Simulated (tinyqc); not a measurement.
Koster-Slater impurity in a tight-binding band, by Green functions and by supercells. Inputs raised by 10 %, one at a time. Computed by tinyqc, a small Python program. Command: `OMP_NUM_THREADS=1 python tinyqc.py 3022555 3022556 out.jsonl kosterslater sens`. One thread of a shared host (Intel(R) Xeon(R) Processor @ 2.30GHz), about 0.08 s of CPU time with the checks.

One orbital per site, e(k) = -2 t sum cos(k_i) over 2 direction(s), band from -4 t to 4 t, lattice constant 1. One site has the extra energy U. Spin is left out.

Inputs (values chosen for the exercise, for a model band): hopping t = 1.3 eV; impurity potential U = -5.79 eV; supercell edge N = 3 sites; energy inside the band E = -0.187 eV; broadening eta = 0.2 eV; impurity concentration c = 0.002 per site.

Lattice: square.

Constants: hbar = 6.582119569e-16 eV s.

Method:
- Outside the band G0(E) = (2/(pi E)) K(m), m = 16 t^2/E^2, K the complete elliptic integral with parameter m.
- A bound state solves 1/U = G0(E).
- Bisection in ln(distance from the edge) between 1e-5 t and |U| + t. Weight on the impurity site: -1/(U^2 dG0/dE), by a central difference with step min(1e-4 t, distance/30). Decay length along an axis: 1/arccosh(1 + distance/(2 t)).
- Inside the band G0(z), z = E + i eta, comes from the chain form 1/(sqrt(y - 2t) sqrt(y + 2t)) (principal roots) at y = z + 2 t cos k, averaged over k in (0, pi) with 200 Gauss-Legendre points.
- T = U/(1 - U G0); phase shift delta = -arg(1 - U G0) in (-pi, pi]; host density of states -Im G0/pi; on the impurity -Im[G0/(1 - U G0)]/pi; lifetime of a band state hbar/(-2 c Im T).
- In a periodic cell of N sites along each direction with Bloch vector K, the level solves 1/U = N^-d sum_k 1/(E - e(k)), k_i = (2 pi m_i + K_i)/N, m_i = 0..N-1; the outermost root on the side of U is taken (bisection). d is the number of directions. Gamma means K_i = 0, the zone corner K_i = pi, the quarter point K_i = pi/2.
- The error is measured against the isolated level E_b.

Runs; columns: (1) input moved; (2) from; (3) to; (4) weight on the impurity site; (5) decay length (sites); (6) width between Gamma and the corner (eV); (7) scattering lifetime (fs):
```
(1)                                     (2)      (3)      (4)     (5)      (6)     (7)
base run                                  -        -  0.77883  0.8939  0.56321  89.229
hopping t (eV)                          1.3     1.43  0.73081  1.0020  0.73523  83.677
impurity potential U (eV)             -5.79   -6.369  0.81869  0.8067  0.46998  88.522
impurity concentration c (per site)   0.002   0.0022  0.77883  0.8939  0.56321  81.118
energy inside the band E (eV)        -0.187  -0.2057  0.77883  0.8939  0.56321  88.028
broadening eta (eV)                     0.2     0.22  0.77883  0.8939  0.56321  88.482
```

Exponents ln(y'/y) / ln(x'/x):
```
input                     weight on the impurity site  decay length  width between Gamma and the corner  scattering lifetime
hopping t                                      -0.668         1.198                               2.796               -0.674
impurity potential U                            0.524        -1.077                              -1.899               -0.083
impurity concentration c                        0.000         0.000                               0.000               -1.000
energy inside the band E                        0.000         0.000                               0.000               -0.142
broadening eta                                  0.000         0.000                               0.000               -0.088
```

To which inputs is each result most sensitive?

Among the inputs moved here: weight on the impurity site answers most in size to hopping t (exponent -0.668), next to impurity potential U (+0.524); its exponent is below 0.0005 for impurity concentration c, energy inside the band E, broadening eta. Decay length answers most in size to hopping t (exponent +1.198), next to impurity potential U (-1.077); its exponent is below 0.0005 for impurity concentration c, energy inside the band E, broadening eta. Width between Gamma and the corner answers most in size to hopping t (exponent +2.796), next to impurity potential U (-1.899); its exponent is below 0.0005 for impurity concentration c, energy inside the band E, broadening eta. Scattering lifetime answers most in size to impurity concentration c (exponent -1.000), next to hopping t (-0.674). Its exponent -1.000 in impurity concentration c: independent scatterers.
